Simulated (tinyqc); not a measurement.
Plane-wave Kohn-Sham cycle with exchange-only LDA in a layered model solid, step by step. Computed by tinyqc, a small Python program that keeps every step. Settings: points = 16, plane-wave index or count = 2, electrons = 2, k points = 1, area = 36.0, mixing = 0.8, iteration cap = 66. Command: `OMP_NUM_THREADS=1 python tinyqc.py 31329 31330 out.jsonl` (the two numbers bound the seeds that draw the settings). One thread of a shared host (Intel(R) Xeon(R) Processor @ 2.60GHz), about 0.01 s of CPU time with the checks. Later iterations appear only in the table of the cycle.

## Iteration 1: potential

A solid whose potential varies along x alone (atomic units):
```
parameter                      value
period a                    4.300000
cross-section of the cell  36.000000
electrons per cell                 2
grid points                       16
plane waves -n..n, n               2
k points                           1
V1 in V1 cos(2 pi x/a)     -0.480000
```

density at the start, on the grid x_j = j a/N (e/bohr^3): 0.01291990  0.01291990  0.01291990  0.01291990  0.01291990  0.01291990  0.01291990  0.01291990  0.01291990  0.01291990  0.01291990  0.01291990  0.01291990  0.01291990  0.01291990  0.01291990

V_H(G) = 4 pi rho(G)/G^2 for G != 0 (uniform background); v_x = -(3 rho/pi)^(1/3); V = V_ext + V_H + v_x; Fourier components f(G_m) = (1/N) sum_j f(x_j) exp(-i G_m x_j).

Potentials on the grid (hartree):
```
x             V_ext       V_H        v_x          V
0.000000  -0.480000  0.000000  -0.231070  -0.711070
0.268750  -0.443462  0.000000  -0.231070  -0.674532
0.537500  -0.339411  0.000000  -0.231070  -0.570481
0.806250  -0.183688  0.000000  -0.231070  -0.414758
1.075000          0  0.000000  -0.231070  -0.231070
1.343750   0.183688  0.000000  -0.231070  -0.047382
1.612500   0.339411  0.000000  -0.231070   0.108341
1.881250   0.443462  0.000000  -0.231070   0.212392
2.150000   0.480000  0.000000  -0.231070   0.248930
2.418750   0.443462  0.000000  -0.231070   0.212392
2.687500   0.339411  0.000000  -0.231070   0.108341
2.956250   0.183688  0.000000  -0.231070  -0.047382
3.225000          0  0.000000  -0.231070  -0.231070
3.493750  -0.183688  0.000000  -0.231070  -0.414758
3.762500  -0.339411  0.000000  -0.231070  -0.570481
4.031250  -0.443462  0.000000  -0.231070  -0.674532
```

V(G_m), m = 0, 1, 2, ... (hartree): -0.231070  -0.240000  0.000000  0.000000  0.000000

## Iteration 1: Hamiltonian at one k

k = 0.000000 2 pi / a

H(m,m') = (k + G_m)^2/2 delta + V(G_m - G_m'), with V(-G) = V(G).

H (hartree):
```
           -2         -1         +0         +1         +2
-2   4.039175  -0.240000   0.000000   0.000000   0.000000
-1  -0.240000   0.836491  -0.240000   0.000000   0.000000
+0   0.000000  -0.240000  -0.231070  -0.240000   0.000000
+1   0.000000   0.000000  -0.240000   0.836491  -0.240000
+2   0.000000   0.000000   0.000000  -0.240000   4.039175
```

## Iteration 1: levels at that k

Diagonalise the Hermitian matrix.

eigenvalues (hartree): -0.330880  0.818606  0.918267  4.057060  4.057210

## Iteration 1: new density

Motion across x is left out: the lowest 1 band(s) hold two electrons at each of the k points (j + 1/2)/nk - 1/2. Residual R = rho(out) - rho(in); rho(new) = rho(in) + 0.8 R. rho(out) = 2/(a A nk) sum |psi|^2 with psi = sum c exp(i G x). Harris energy E = band energy - dV sum rho (V_H/2 + v_x) + (3/4) dV sum rho v_x with rho(in), dV = a A/N, band energy = (2/nk) sum of the filled levels.

rho(out) (e/bohr^3): 0.02460845  0.02331415  0.01990898  0.01553195  0.01135184  0.00808589  0.00592461  0.00474760  0.00437986  0.00474760  0.00592461  0.00808589  0.01135184  0.01553195  0.01990898  0.02331415

density after iteration 1 (e/bohr^3): 0.02227074  0.02123530  0.01851117  0.01500954  0.01166545  0.00905269  0.00732367  0.00638206  0.00608787  0.00638206  0.00732367  0.00905269  0.01166545  0.01500954  0.01851117  0.02123530

energy per cell = -0.54622529 hartree

## Iteration 2: potential

As before.

Potentials on the grid (hartree):
```
x             V_ext        V_H        v_x          V
0.000000  -0.480000   0.049000  -0.277057  -0.708056
0.268750  -0.443462   0.044837  -0.272695  -0.671320
0.537500  -0.339411   0.033256  -0.260496  -0.566652
0.806250  -0.183688   0.016659  -0.242910  -0.409940
1.075000          0  -0.001849  -0.223335  -0.225184
1.343750   0.183688  -0.019274  -0.205234  -0.040820
1.612500   0.339411  -0.033257  -0.191235   0.114919
1.881250   0.443462  -0.042221  -0.182660   0.218581
2.150000   0.480000  -0.045300  -0.179809   0.254891
2.418750   0.443462  -0.042221  -0.182660   0.218581
2.687500   0.339411  -0.033257  -0.191235   0.114919
2.956250   0.183688  -0.019274  -0.205234  -0.040820
3.225000          0  -0.001849  -0.223335  -0.225184
3.493750  -0.183688   0.016659  -0.242910  -0.409940
3.762500  -0.339411   0.033256  -0.260496  -0.566652
4.031250  -0.443462   0.044837  -0.272695  -0.671320
```

V(G_m), m = 0, 1, 2, ... (hartree): -0.225875  -0.240854  -0.000350  0.000118  -0.000004

## Iteration 2: Hamiltonian at one k

k = 0.000000 2 pi / a

As before.

H (hartree):
```
           -2         -1         +0         +1         +2
-2   4.044370  -0.240854  -0.000350   0.000118  -0.000004
-1  -0.240854   0.841686  -0.240854  -0.000350   0.000118
+0  -0.000350  -0.240854  -0.225875  -0.240854  -0.000350
+1   0.000118  -0.000350  -0.240854   0.841686  -0.240854
+2  -0.000004   0.000118  -0.000350  -0.240854   4.044370
```

## Iteration 2: levels at that k

As before.

eigenvalues (hartree): -0.326389  0.824005  0.923713  4.062406  4.062504

## Iteration 2: new density

As before.

rho(out) (e/bohr^3): 0.02465375  0.02335204  0.01992883  0.01553229  0.01133855  0.00806664  0.00590459  0.00472862  0.00436146  0.00472862  0.00590459  0.00806664  0.01133855  0.01553229  0.01992883  0.02335204

density after iteration 2 (e/bohr^3): 0.02417715  0.02292869  0.01964530  0.01542774  0.01140393  0.00826385  0.00618841  0.00505931  0.00470674  0.00505931  0.00618841  0.00826385  0.01140393  0.01542774  0.01964530  0.02292869

energy per cell = -0.54689534 hartree

## Convergence

Stop when sqrt(dV sum R^2) is below 1e-8, dV = a A/N.

Course of the cycle:
```
iteration  E (hartree)  norm of the residual
1          -0.54622529              8.91e-02
2          -0.54689534              1.81e-02
3          -0.54701876              3.77e-03
4          -0.54702664              7.98e-04
5          -0.54702703              1.70e-04
6          -0.54702705              3.61e-05
7          -0.54702705              7.68e-06
8          -0.54702705              1.64e-06
9          -0.54702705              3.48e-07
10         -0.54702705              7.42e-08
11         -0.54702705              1.58e-08
12         -0.54702705              3.37e-09
```

Converged in 12 iterations. Before convergence this energy mixes input and output and is not variational, so it may rise towards its limit.
